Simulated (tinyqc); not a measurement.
Inside a calculation: interface roughness in a thin film (subband fluctuation and scattering). Values are carried at full precision from step to step, so a last printed digit may differ when a step is redone from the rounded ones.

Square well of width t, barriers V0, c = hbar^2/2m0: E1 solves k t + 2 atan[(k/mz)/(kappa/mb)] = pi, k = sqrt(mz E/c), kappa = sqrt(mb (V0 - E)/c). One interface is rough, so the subband edge fluctuates by G dt with G = |dE1/dt| (central difference of 0.01 angstrom; 2 E1/t for hard walls).

Constants: hbar^2/2m0 = 3.80998211 eV angstrom^2; e^2/(4 pi eps0) = 14.39964547 eV angstrom; hbar = 6.58211957e-16 eV s.

Parameters, chosen for this exercise (near those of a thin InGaAs channel; the results hold for these values, not for the real material): t = 40 angstrom (film thickness); mz = 0.045 m0 (confinement mass); V0 = 2.04 eV (barrier); mb = 0.23 m0 (barrier mass); D = 3.3 angstrom (rms height of the roughness); md = 0.044 m0 (mass in the plane); gv = 1 (valleys); Lc = 22 angstrom (correlation length); Ns = 0.61 x 1e12/cm^2 (sheet density); eps = 10.7 (mean dielectric constant at the channel); Lg = 300 angstrom (gate length); Wg = 400 angstrom (gate width).

## Sensitivity of the level to thickness

Give E1, G, the hard-wall values and the rms fluctuation G D.

E1 = 189.06 meV
G = |dE1/dt| = 6.0847 meV/angstrom

hard walls: E1 (meV) and G (meV/angstrom): 522.264  26.113

G D = 20.08 meV

Hard walls overstate G by a factor 4.29, and the scattering rate, which goes as G^2, by 18.42.

## The angular integrand

Gaussian roughness spectrum S(q) = pi D^2 Lc^2 exp(-q^2 Lc^2/4). Degenerate gas, taken to fill one subband (the second starts to fill once c kF^2/md exceeds E2 - E1, which is not tested here): kF = sqrt(2 pi Ns/gv), q = 2 kF sin(theta/2), 1/tau = (md/(2 pi c hbar)) G^2 times the integral from 0 to pi of S(q)(1 - cos theta)/eps(q)^2 dtheta, eps(q) = 1 + qs/q with screening (qs = gv md q0/(c eps), q0 = e^2/(4 pi eps0), form factors left out, which overstates the screening; other scattering is left out too, so these values lie far above measured mobilities in all but the thinnest films) or 1 without; mobility = tau c2/md with c2 = e/m0 = 1.75882e15 cm^2/(V s^2); 1e12/cm^2 = 1e-4/angstrom^2.

kF, qs, and exp(-q^2 Lc^2/4)(1 - cos theta) without and with the factor 1/eps^2 at theta = 30, 60, ..., 180 degrees.

kF = 0.01958 1/angstrom
qs = 0.0155 1/angstrom

Integrand:
```
theta  q (1/angstrom)   bare  eps(q)  screened
30             0.0101  0.132    2.53    0.0206
60             0.0196  0.477    1.79     0.148
90             0.0277  0.911    1.56     0.374
120            0.0339   1.31    1.46     0.614
150            0.0378   1.57    1.41     0.788
180            0.0392   1.66    1.40     0.851
```

kF Lc = 0.43: the roughness is short-ranged for these electrons, and back-scattering dominates.

## Scattering time and mobility

Integrate over theta.

Results:
```
case      integral  tau (fs)  mobility (cm^2/(V s))
bare         2.737     213.5                   8533
screened     1.241     470.6              1.881e+04
```

Screening raises the mobility by a factor 2.2. With it kF l = 47.5, so by this rate the carriers are far from localisation. G D = 20.1 meV is more than half of EF - E1 = 33.2 meV, though, which makes the Born rate doubtful.

## Threshold variation

Averaged over an area A = Lg Wg much larger than Lc^2, the thickness varies by D sqrt(pi Lc^2/A), so sigma(Vt) = G D Lc sqrt(pi/A)/e; the Pelgrom coefficient is sigma sqrt(A) (1 micrometre = 1e4 angstrom).

rms of the mean thickness = 0.371 angstrom
sigma(Vt) = 2.260 mV
coefficient = 0.0783 mV micrometre

The electrostatic effect of the thickness is left out.

## Checks

- G from the envelope at the wall, psi(t/2)^2 (E1 + c mz (kappa/mb)^2), against the difference quotient, meV/angstrom: both 6.085.
- Bare integral for Lc -> 0 against pi: both 3.1416.

Run: tinyqc, `OMP_NUM_THREADS=1 python tinyqc.py 1251378 1251379 out.jsonl`; Intel(R) Xeon(R) Processor @ 2.30GHz, one thread, shared host; about 0.01 s of CPU time with all checks.
